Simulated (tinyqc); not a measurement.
Heat flow across a film from the phonon Boltzmann equation in the relaxation-time approximation: one step, computed by the program tinyqc. Command: `OMP_NUM_THREADS=1 python tinyqc.py 3028312 3028313 out.jsonl slabbte walk`. One thread of a shared host (Intel(R) Xeon(R) Processor @ 2.30GHz), about 0.01 s of CPU time with the checks.

Two black walls, hot at x = 0 and cold at x = L, emit phonons isotropically. For one free path Lambda, with tau = x/Lambda, tau_L = L/Lambda and phi = (T - T_cold)/Delta T, energy balance gives phi(tau) = (1/2) [E2(tau) + int_0^tau_L phi(s) E1(|tau - s|) ds]; E_n are the exponential integrals. The flux over the ballistic flux C v Delta T/4 is psi = 1 - 2 int_0^tau_L phi(s) E2(s) ds, and kappa_eff/kappa = (3/4) tau_L psi. kappa = C v Lambda/3 is an input, so at fixed kappa a longer free path means a smaller C v.

Task: Temperature profile and flux in the small system. Cut the film into n equal cells with constant phi, collocated at the centres c_i: the kernel integrates to A_ij = |E2(|c_i - e_j|) - E2(|c_i - e_(j+1)|)|/2 for cell edges e_j, and A_ii = 1 - E2(half a cell); solve (1 - A) phi = E2(c)/2; psi = 1 - 2 sum_j phi_j [E3(e_j) - E3(e_(j+1))]. In short, (1 - A) phi = b and psi = 1 - 2 sum_j w_j phi_j, with b the right-hand side and w_j the flux weights; the cells divide 0 to tau_L.

1 - A:
```
[[0.8015054, -0.1031694, -0.0655225, -0.0468189, -0.0351921],
 [-0.1031694, 0.8015054, -0.1031694, -0.0655225, -0.0468189],
 [-0.0655225, -0.1031694, 0.8015054, -0.1031694, -0.0655225],
 [-0.0468189, -0.0655225, -0.1031694, 0.8015054, -0.1031694],
 [-0.0351921, -0.0468189, -0.0655225, -0.1031694, 0.8015054]]
```

right-hand side E2(c)/2: [0.4007527, 0.2975833, 0.2320607, 0.1852419, 0.1500498]

optical thickness tau_L = 0.6111111

flux weights E3(e_j) - E3(e_(j+1)): [0.09933061, 0.07309278, 0.05691038, 0.04539765, 0.03675881]

Give: phi at the cell centres; psi, small system.

Result:

phi at the cell centres: [0.6549, 0.5748, 0.5000, 0.4252, 0.3451]

psi, small system = 0.6650
